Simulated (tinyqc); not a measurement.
Inside a calculation. Method: Hubbard chain of 2 sites. Computed by tinyqc, a small Python program that keeps every step. Settings: hopping = 1.51, U = 7.9, mixing = 1, iteration cap = 87. Command: `OMP_NUM_THREADS=1 python tinyqc.py 28723 28724 out.jsonl` (the two numbers bound the seeds that draw the settings). One thread of a shared host (Intel(R) Xeon(R) Processor @ 2.60GHz), about 0.2 s of CPU time with the checks.

one-body matrix (hopping and site energies) (eV):
```
,1,2
1,0.510000,-1.510000
2,-1.510000,0.990000
```

U = 7.900000 eV

electrons, up and down: 1  1

n(up) at the start (a guess, not normalised): 1 0.500000, 2 0.500000

n(down) at the start (a guess): 1 0.500000, 2 0.500000

Each step fills the lowest levels of T + U n(other spin) and sets n(new) = n + mixing (n(out) - n); stop when output and input agree to 1e-8.

Course of the cycle:
```
iteration,E (eV),largest |n(out) - n(in)|,mean |n_up - n_down|
1,2.48941865,7.85e-02,0.000000
2,2.87377396,2.01e-01,0.000000
3,4.32484271,4.34e-01,0.000000
4,6.85253666,7.25e-01,0.000000
5,7.14723260,8.73e-01,0.000000
6,7.95444882,9.16e-01,0.000000
7,7.32285195,9.22e-01,0.000000
8,7.98566683,9.23e-01,0.000000
9,7.32683521,9.23e-01,0.000000
10,7.98634504,9.23e-01,0.000000
11,7.32692120,9.23e-01,0.000000
...,...,...,...
77,7.32692310,9.23e-01,0.000000
78,7.98635999,9.23e-01,0.000000
79,7.32692310,9.23e-01,0.000000
80,7.98635999,9.23e-01,0.000000
81,7.32692310,9.23e-01,0.000000
82,7.98635999,9.23e-01,0.000000
83,7.32692310,9.23e-01,0.000000
84,7.98635999,9.23e-01,0.000000
85,7.32692310,9.23e-01,0.000000
86,7.98635999,9.23e-01,0.000000
87,7.32692310,9.23e-01,0.000000
```

Can the last value be used, and what does the course show?

Not by the stop rule. Not converged within 87 iterations: the residual has stopped falling: the iteration swings between two states. The lowest mean-field energy found from random starts is 0.92089 eV. Reruns (cap 100 unless said): mixing 0.2: converged in 14 to a higher stationary point (E = 2.41945); mixing 0.5: converged in 74 to a higher stationary point (E = 2.41945); mixing 0.9: not converged; the original settings with a cap of 400: not converged.
